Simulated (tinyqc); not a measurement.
Worked calculation: optical gain and spontaneous emission in a bulk direct-gap semiconductor. Values are carried at full precision from step to step, so a last printed digit may differ when a step is redone from the rounded ones.

F_j(eta) = (1/Gamma(j + 1)) integral_0^infinity x^j dx/(1 + exp(x - eta)), which tends to exp(eta) for eta << 0.

Quasi-Fermi levels: n = Nc F_1/2(Fc/kT) and p = Nv F_1/2(Fv/kT), Fc counted up from the conduction edge and Fv down from the valence edge; Nc, Nv from N = 2 (m kB T/(4 pi c))^(3/2) with c = hbar^2/2m0, in 1/angstrom^3; times 1e24 for 1/cm^3, with me and (mhh^(3/2) + mlh^(3/2))^(2/3).

Constants: hbar^2/2m0 = 3.80998211 eV angstrom^2; kB = 8.617333262e-05 eV/K; fine-structure constant alpha = 0.007297352564; hbar = 6.58211957e-16 eV s; hbar c = 1973.269805 eV angstrom.

Parameters, chosen for this exercise (near those of InP; shifted at random, so the results belong to these values and not to a real crystal): me = 0.0821 m0 (electron mass); mhh = 0.57 m0 (heavy-hole mass); mlh = 0.0853 m0 (light-hole mass); n = 1.3e+18 1/cm^3 (injected density, n = p); T = 200 K; Eg = 1.38 eV (direct gap); Ep = 20.5 eV (Kane energy); nr = 3.44 (refractive index); E = 1.448 eV (photon energy).

## Quasi-Fermi levels

Solve for Fc and Fv.

kT = 0.017235 eV
Nc = 3.213e+17 1/cm^3
Nv = 6.219e+18 1/cm^3
Fc = 0.0475 eV
Fv = -0.0257 eV
Fc + Fv = 0.0218 eV

The separation of the quasi-Fermi levels exceeds the gap, so photons between Eg and Eg + (Fc + Fv) see gain. The quasi-Fermi level of the electrons lies inside the band, that of the holes in the gap.

## Absorption of the empty crystal

Parabolic bands, vertical transitions, no excitons. For each hole band j: mr = me mj/(me + mj); joint density of states J_j(E) = (mr/c)^(3/2) sqrt(E - Eg)/(2 pi^2), both spins, c = hbar^2/2m0; averaged matrix element |e.p|^2 = m0 Ep/6; alpha_j(E) = 4 pi^2 alpha_f c Ep J_j/(3 nr E) in 1/angstrom (alpha_f the fine-structure constant, listed as alpha among the constants), times 1e8 for 1/cm.

Evaluate at E for heavy and light holes.

mr, J and alpha of each hole band:
```
hole   mr (m0)  J (1/(eV angstrom^3))  alpha (1/cm)
heavy  0.07176              3.415e-05        5142.2
light  0.04183              1.520e-05        2288.8
```

The heavy-hole band gives 69 % of the total, 7431 1/cm.

## Occupations and gain at E

For band j the electron sits at Ee = (E - Eg) mr/me above its edge and the hole at Eh = (E - Eg) mr/mj; fe = 1/(1 + exp((Ee - Fc)/kT)), fh = 1/(1 + exp((Eh - Fv)/kT)); gain g = sum_j alpha_j (fe + fh - 1).

Use mr and alpha from the table.

Energies, occupations and gain of each hole band:
```
hole   Ee (eV)  Eh (eV)     fe     fh  g (1/cm)
heavy   0.0594   0.0086  0.333  0.120     -2809
light   0.0346   0.0334  0.678  0.031      -665
```

total gain = -3473 1/cm

E - Eg = 0.0680 eV is above Fc + Fv = 0.0218 eV, so both bands give loss (Bernard-Duraffourg).

## Spontaneous emission

Spontaneous rate: R = integral of (nr E/(hbar c))^2/(pi^2 hbar) sum_j alpha_j fe fh dE, with alpha in 1/cm and (nr E/(hbar c))^2 in 1/cm^2 (1e16 per 1/angstrom^2); B = R/(n p); lifetime n/R.

Integrate over photon energy.

R = 3.35e+26 1/(cm^3 s)
B = 1.98e-10 cm^3/s
radiative lifetime = 3.89 ns

## Checks

- B at n = 1e13 1/cm^3 against the van Roosbroeck-Shockley value from alpha and ni^2 (cm^3/s): both 2.72e-10.

Run: tinyqc, `OMP_NUM_THREADS=1 python tinyqc.py 1682388 1682389 out.jsonl`; Intel(R) Xeon(R) Processor @ 2.30GHz, one thread, shared host; about 0.07 s of CPU time with all checks.
